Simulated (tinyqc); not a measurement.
# Band bending at a free surface with a continuum of surface states, surface photovoltage and Kelvin probe, step by step

Numbers from tinyqc (`OMP_NUM_THREADS=1 python tinyqc.py 2430095 2430096 out.jsonl`; about 0.01 s on one thread of a shared Intel Xeon 2.30GHz). Printed values are rounded.

n-type bulk, xi = Ec - EF = Vt ln(Nc/Nd), p0 = ni^2/Nd, ni = sqrt(Nc Nv) exp(-Eg/(2 Vt)), Eg in volts. b is the upward band bending, u = b/Vt. Space charge per area, in units of q: Qc = sign(b) sqrt((2 eps0 eps_r Vt/q) [(Nd + dn)(exp(-u) - 1) + Nd u + (p0 + dn)(exp(u) - 1)]), with dn the excess density under light (flat quasi-Fermi levels; 0 in the dark). The states hold -Ds (E0 - xi - b): negative while the Fermi level lies above the neutrality level. Neutrality: Qc + Qf + (charge of the states) = 0.

Parameters, values chosen for the exercise; band and dielectric values close to those of indium phosphide:
```
symbol,value,unit,meaning
T,300,K,temperature
Eg,1.34,eV,band gap
eps_r,12.4,,relative permittivity
Nc,5.74e17,cm^-3,conduction-band density of states at T
Nv,1.08e19,cm^-3,valence-band density of states at T
chi,4.4,eV,electron affinity
Nd,4.2e15,cm^-3,donor density
Qf,0,cm^-2,fixed positive charge at the surface
pt,5.19,eV,work function of the probe tip
Ds,8.9e12,cm^-2 eV^-1,density of surface states
E0,0.51,eV,depth of their neutrality level below the conduction edge
dn,7.6e13,cm^-3,excess carrier density under light
```

Constants: q = 1.602176634e-19 C, kB = 1.380649e-23 J/K, Vt = kB T/q, eps0 = 8.8541878128e-14 F/cm where lengths are in cm. Results are converted to the units shown.

## Bulk quantities

xi, ni, p0, the Debye length sqrt(eps0 eps_r Vt/(q Nd)) and the flat-band work function chi + xi.

xi = 0.1271284 eV
ni = 1.382494e7 cm^-3
p0 = 0.04550689 cm^-3
Debye length = 64.94600 nm
chi + xi = 4.527128 eV

## Iteration 1: band bending in the dark

b at the start = 0.31 V

Newton step: b(new) = b - (Qc + Qf - Ds (E0 - xi - b))/(dQc/db + Ds), dQc/db = (eps0 eps_r/q) [Nd (1 - exp(-u)) + p0 exp(u)]/Qc.

b after iteration 1 = 0.3670590 V

## Iteration 2: band bending in the dark

As before.

b after iteration 2 = 0.3671235 V

## Course of the iteration

Stop when b changes by less than 1e-10 V, or after 40 iterations.

Course of the iteration:
```
iteration      b (V)  change (V)
1          0.3670590      0.0571
2          0.3671235     6.45e-5
3          0.3671235    6.87e-11
```

Converged in 3 iterations.

## Work function and Kelvin-probe reading

converged b = 0.3671235 V

Work function chi + xi + b; contact potential difference CPD = (work function of the sample) - pt. Depth of EF below Ec at the surface: xi + b. Depletion width Qc/Nd.

xi + b = 0.4942518 eV
Qc = 1.401586e11 cm^-2
Qc/Nd = 333.7109 nm
work function = 4.894252 eV
CPD = -295.7482 mV

The Fermi level lies 15.7 meV above the neutrality level.

## Surface photovoltage

Under chopped light the surface charge keeps its dark value, so b falls to bL with Qc(bL, dn) = Qc(b, 0); the photovoltage is b - bL. Qc rises with b, so bL follows by bisection.

bL = 0.1578876 V
photovoltage = 209.2359 mV
share of b removed = 56.99334 %
excess holes at the surface, dn exp(bL/Vt) = 3.413563e16 cm^-3
